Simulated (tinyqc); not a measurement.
# Thermoelectric coefficients of one resonant level, Landauer integrals: two studies

Transmission X(x) = (g/2)^2/[(x - y)^2 + (g/2)^2] with x = (E - EF)/kB T, two spin channels. I_k = int X x^k w dx over all x, w = 1/(4 cosh^2(x/2)).

Parameters, values chosen for the exercise: temperature T = 4 K; full width of the level over kB T g = 1.1; level position (E0 - EF)/kB T y = 3; phonon heat conductance in units of pi^2 kB^2 T/(3 h) kp = 0.12.

Constants: q = 1.602176634e-19 C, kB = 1.380649e-23 J/K, h = 6.62607015e-34 J s. Results are converted to the units shown.

Each table varies one quantity; the others keep the values above.

## Effect of the level position

G = (2 q^2/h) I_0, S = -(kB/q) I_1/I_0, L/L0 = [I_2/I_0 - (I_1/I_0)^2]/(pi^2/3), K_e = (2 kB^2 T/h)(I_2 - I_1^2/I_0), ZT = G S^2 T/(K_e + K_ph), K_ph = kp pi^2 kB^2 T/(3 h).

Effect of the level position:

| y | G (uS) | S (uV/K) | L/L0 | ZT | ZT without phonons |
|---|---|---|---|---|---|
| 0.5 | 24.46 | -32.39 | 0.1947 | 0.1116 | 0.2206 |
| 1.3 | 19.34 | -82.78 | 0.2414 | 0.5824 | 1.162 |
| 2.2 | 12.34 | -134.5 | 0.3613 | 1.003 | 2.050 |
| 3 | 7.523 | -172.7 | 0.5538 | 1.042 | 2.205 |
| 3.8 | 4.440 | -200.1 | 0.8488 | 0.8646 | 1.931 |
| 4.7 | 2.478 | -214.3 | 1.294 | 0.5932 | 1.453 |
| 5.5 | 1.534 | -211.0 | 1.723 | 0.3834 | 1.058 |
| 6.3 | 1.000 | -194.8 | 2.073 | 0.2312 | 0.7495 |
| 7.2 | 0.6621 | -167.3 | 2.263 | 0.1234 | 0.5064 |
| 8 | 0.4864 | -140.8 | 2.236 | 0.06876 | 0.3627 |

What does the comparison show?

G falls from 24.5 to 0.486 uS; |S| goes from 32.4 through a maximum of 214 (at y = 4.7 among the rows listed) to 141 uV/K: far from the level its Lorentzian tail at EF carries the current, and S falls back towards the Mott value. L/L0 goes from 0.195 through a maximum of 2.26 (at y = 7.2 among the rows listed) to 2.24, and ZT goes from 0.112 through a maximum of 1.04 (at y = 3 among the rows listed) to 0.0688.

## Effect of the level width

Same model as above.

Effect of the level width:

| g | G (uS) | S (uV/K) | L/L0 | ZT | ZT without phonons |
|---|---|---|---|---|---|
| 0.042 | 0.2339 | -253.7 | 0.04332 | 0.1322 | 60.82 |
| 0.1 | 0.5663 | -247.3 | 0.09806 | 0.3014 | 25.53 |
| 0.25 | 1.473 | -232.3 | 0.2168 | 0.6547 | 10.18 |
| 0.6 | 3.810 | -203.5 | 0.4048 | 1.043 | 4.185 |
| 1.4 | 9.875 | -158.2 | 0.6078 | 0.9499 | 1.686 |
| 3.5 | 26.20 | -96.92 | 0.7532 | 0.4132 | 0.5105 |
| 8.4 | 51.36 | -44.03 | 0.8431 | 0.08500 | 0.09412 |
| 20 | 69.70 | -13.30 | 0.9335 | 0.007235 | 0.007752 |

ZT without phonons falls from 60.8 to 0.00775, while ZT with phonons goes from 0.132 through a maximum of 1.04 (at g = 0.6 among the rows listed) to 0.00723; L/L0 rises from 0.0433 to 0.934. A narrow level filters energy well but conducts little, so a fixed phonon conductance sets a best width.

Computed by the program tinyqc: `OMP_NUM_THREADS=1 python tinyqc.py 2800003 2800004 out.jsonl`, one thread of a shared Intel Xeon 2.30GHz, about 0.03 s for the whole run.
